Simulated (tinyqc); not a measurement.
Coherent transport through a tight-binding region between two chains, step by step. Computed by tinyqc, a small Python program that keeps every step. Settings: temperature = 300, mu = 0.33. Command: `OMP_NUM_THREADS=1 python tinyqc.py 26876 26877 out.jsonl` (the two numbers bound the seeds that draw the settings). One thread of a shared host (Intel(R) Xeon(R) Processor @ 2.60GHz), about 0.1 s of CPU time with the checks.

## Transmission at E = 0.35 eV

H of the central region (eV):
$$\begin{pmatrix}
0.000000 & -0.560000 & 0.000000 & 0.000000 \\
-0.560000 & 0.000000 & -0.530000 & 0.000000 \\
0.000000 & -0.530000 & 0.000000 & -1.850000 \\
0.000000 & 0.000000 & -1.850000 & 0.000000
\end{pmatrix}$$

Leads: semi-infinite chains with site energy 0:
```
parameter                           value
lead hopping t (eV)              2.220000
coupling to the left lead (eV)   0.770000
coupling to the right lead (eV)  0.420000
left contact site                       1
right contact site                      4
```

E = 0.350000 eV

Surface Green function g = (E - i sqrt(4 t^2 - E^2)) / (2 t^2); self-energy tc^2 g on each contact site; G = (E - H - Sigma)^(-1); Gamma = -2 Im Sigma; T = Gamma_L Gamma_R |G_LR|^2; local density of states -Im G_ii / pi.

g = 0.035508-0.449049i 1/eV

G (1/eV):
$$\begin{pmatrix}
-1.522163-0.860634i & 2.270670+1.229223i & 0.108825+0.097597i & -0.671105-0.370620i \\
2.270670+1.229223i & -0.749394-1.801598i & -0.017523-0.109068i & 0.218006+0.536768i \\
0.108825+0.097597i & -0.017523-0.109068i & -0.103412-0.031096i & 0.565125+0.037129i \\
-0.671105-0.370620i & 0.218006+0.536768i & 0.565125+0.037129i & -0.169371-0.160801i
\end{pmatrix}$$

local density of states (1/eV): [0.273948, 0.573466, 0.009898, 0.051185]

transmission = 0.049581

## Transmission across the band

The same steps on a grid of energies.

T(E):
```
E (eV)              T
-4.21800000  4.89e-08
-3.79620000  3.60e-07
-3.37440000  1.79e-06
-2.95260000  0.000010
-2.53080000  0.000079
-2.10900000  0.002968
-1.68720000  0.004257
-1.26540000  0.003197
-0.84360000  0.013859
-0.42180000  0.071781
0.00000000   0.021971
0.42180000   0.071781
0.84360000   0.013859
1.26540000   0.003197
1.68720000   0.004257
2.10900000   0.002968
2.53080000   0.000079
2.95260000   0.000010
3.37440000   1.79e-06
3.79620000   3.60e-07
4.21800000   4.89e-08
```

levels of the isolated region (eV): [-1.931111, -0.536479, 0.536479, 1.931111]

## Current

I = (2e/h) int T(E) [f(E - mu - V/2) - f(E - mu + V/2)] dE at 300 K with mu = 0.33 eV, the bias not changing H; 2e^2/h = 77.48092 microsiemens; the integral runs over the band on 4001 points.

Current:
```
V (volt)  I (microampere)
0.010000         0.036236
0.050000         0.181742
0.100000         0.366955
0.200000         0.759753
0.400000         1.648931
0.800000         2.992048
```
